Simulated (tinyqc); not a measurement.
Lateral field, substrate current, probability of reaching the oxide barrier and hot-carrier lifetime of a silicon transistor (pseudo-two-dimensional and lucky-electron models): one step, computed by the program tinyqc.

Local-field models: a lucky carrier gains its energy at the peak field over a path free of collisions. Voltages are magnitudes.

Question. Peak lateral field. C_ox = 3.9 eps_0/t; F_sat = 2 v_s/mu; V_Dsat = V_ov F_sat L/(V_ov + F_sat L), V_ov = V_G - V_T; I_D/W = C_ox v_s (V_ov - V_Dsat). Scale length l = 0.22 t^(1/3) x_j^(1/2) (all in cm); F_m = sqrt(((V_D - V_Dsat)/l_e)^2 + F_sat^2), with l_e = l; length of the velocity-saturated region l_e ln((V_D - V_Dsat)/(l_e F_sat) + F_m/F_sat).

Inputs (values chosen for the exercise, modelled on a silicon n-channel):
```
quantity                             value                      unit
channel length L                       780                        nm
oxide thickness t                       20                        nm
junction depth x_j                     130                        nm
mobility mu                            390                cm^2/(V s)
saturation velocity v_s               0.79                  1e7 cm/s
threshold voltage V_T                 0.62                         V
gate voltage V_G                       1.8                         V
drain voltage V_D                      4.4                         V
ionisation prefactor A_i           1.7e+06                      1/cm
ionisation field B_i                  1.71                     MV/cm
hot-carrier mean free path lambda      8.1                        nm
oxide barrier phi_b                    3.1                        eV
interface-trap threshold phi_it        3.6                        eV
lifetime constant H                     20  s microampere/micrometre
```

Drain: abrupt.

Constants: eps_0 = 8.8541878128e-12 F/m.

Give: scale length l; peak field F_m; velocity-saturated length; energy gained over one free path, e lambda F_m.

Answer.

scale length l = 99.94 nm

peak field F_m = 356.6 kV/cm

velocity-saturated length = 286.3 nm

energy gained over one free path, e lambda F_m = 0.2889 eV
